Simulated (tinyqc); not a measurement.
Inside a calculation: hole subbands of a hard-walled well, four-band Luttinger model. Values are carried at full precision from step to step, so a last printed digit may differ when a step is redone from the rounded ones.

Constants: hbar^2/2m0 = 3.80998211 eV angstrom^2.

Inputs chosen for the exercise (near those of GaAs; not measured data): g1 = 6.99 (Luttinger gamma1); g2 = 2.05 (gamma2); L = 100 angstrom (well width along [001]); Zs = 0 eV (shear strain energy); g3 = 2.9 (gamma3); k = 0.0374 1/angstrom (wave vector in the plane); N = 2 (sines for each component); kmax = 0.075 1/angstrom (end of the path).

## Levels at k = 0

R and S vanish: HHn = c (g1 - 2 g2)(n pi/L)^2 - Zs and LHn = c (g1 + 2 g2)(n pi/L)^2 + Zs, c = hbar^2/2m0, hole energies counted downwards. Sort HH1 to HH4 and LH1, LH2.

Levels:
```
subband  E (eV)
HH1      0.0109
LH1      0.0417
HH2      0.0435
HH3      0.0978
LH2      0.1668
HH4      0.1739
```

The top subband is HH1, 30.8 meV from LH1.

## The matrix at one k

Hole energies are counted downwards from the unstrained band edge, c = hbar^2/2m0. After the usual block transformation one block is H = [[P + Q - Zs, R - i S], [R + i S, P - Q + Zs]] in (heavy, light), with P +/- Q = c [(g1 +/- g2) k^2 + (g1 -/+ 2 g2) kz^2], R = sqrt(3) c gR k^2, S = 2 sqrt(3) c g3 k kz, kz = -i d/dz; axial approximation gR = (g2 + g3)/2. Zs = b (e_par - e_perp) is the shear part of the strain (the hydrostatic part shifts all levels alike and is left out). Basis sqrt(2/L) sin(n pi z/L), n = 1 to N, for each component: kz^2 gives (n pi/L)^2 and the heavy-light block is R delta_nm - 2 sqrt(3) c g3 k D_nm with D_nm = 4 n m/(L (n^2 - m^2)) for n + m odd, 0 otherwise. The other block has the same levels. The split-off band is left out.

Fill in the 2N x 2N matrix, in meV.

H(k) (meV), rows h1, h2, l1, l2 and columns alike:
```
[[59.04, 0, 22.85, 38.17],
 [0, 91.65, -38.17, 22.85],
 [22.85, -38.17, 68.03, 0],
 [38.17, 22.85, 0, 193.13]]
```

## Levels and mixing

Diagonalise; give the four lowest hole energies and the weight of the heavy component (the first half of the basis) in each.

levels (meV): [27.26, 54.98, 122.13, 207.48]

heavy weight: [0.509, 0.795, 0.600, 0.096]

The most mixed of the four is number 1, with 51 % heavy character. Against 60 sines these levels lie 3.0, 9.3, 30.1 and 101.9 meV too high: the small basis is not converged.

## Dispersion in the plane

N = 20, nine points from 0 to kmax.

Hole energies (meV):
```
k (1/angstrom)     E1     E2      E3      E4  heavy weight of 1  heavy weight of 2
0.0000          10.87  41.70   43.47   97.81              1.000              0.000
0.0094          13.19  34.82   53.97   95.65              0.993              0.443
0.0187          18.75  31.82   68.60   91.56              0.910              0.524
0.0281          22.32  36.80   86.13   89.44              0.637              0.757
0.0375          24.24  45.78   92.07  105.83              0.511              0.786
0.0469          27.60  52.51   98.72  126.81              0.461              0.707
0.0563          32.97  57.25  104.94  147.07              0.432              0.632
0.0656          40.33  62.06  109.26  162.99              0.411              0.580
0.0750          49.62  68.12  113.06  173.10              0.395              0.542
```

At small k the hole energy falls in subbands 2 and 4: an electron-like mass, caused by repulsion from a deeper subband. E2 - E1 is smallest, 13.1 meV, at k = 0.0187 of the points listed. The top subband goes from 1.00 to 0.39 in heavy weight.

## Mass of HH1 in the plane

Second order in k: 1/m = g1 + g2 - sum_n 12 c g3^2 D_1n^2/(LHn - HH1) over even n up to 60, with D_1n = 4n/(L (n^2 - 1)) in size, LHn - HH1 = c [(g1 + 2 g2) n^2 - (g1 - 2 g2)](pi/L)^2 + 2 Zs, c = hbar^2/2m0.

LHn - HH1 for n = 2, 4, 6 (meV): [155.9, 656.4, 1490.4]
terms for n = 2, 4, 6: [1.7534, 0.0667, 0.0121]
sum of all terms = 1.8393
mass without mixing, 1/(g1 + g2) = 0.1106 m0
1/m with mixing = 7.2007 1/m0

Mixing with the light holes takes m from 0.111 to 0.139 m0.

## Checks

- 1/m of HH1 from the full matrix (N = 60) at small k against second order: both 7.201.
- The 2 x 2 block with gR = g2 (k along [100]) for a plane wave (k, 0, pi/L) against the bulk heavy-hole formula, eV: both 0.01454.
- Lowest level at the given k on a real-space grid of 240 points against 60 sines, eV: both 0.0242.

Program tinyqc; command `OMP_NUM_THREADS=1 python tinyqc.py 1251682 1251683 out.jsonl`; about 0.09 s on one thread of a shared Intel(R) Xeon(R) Processor @ 2.30GHz.
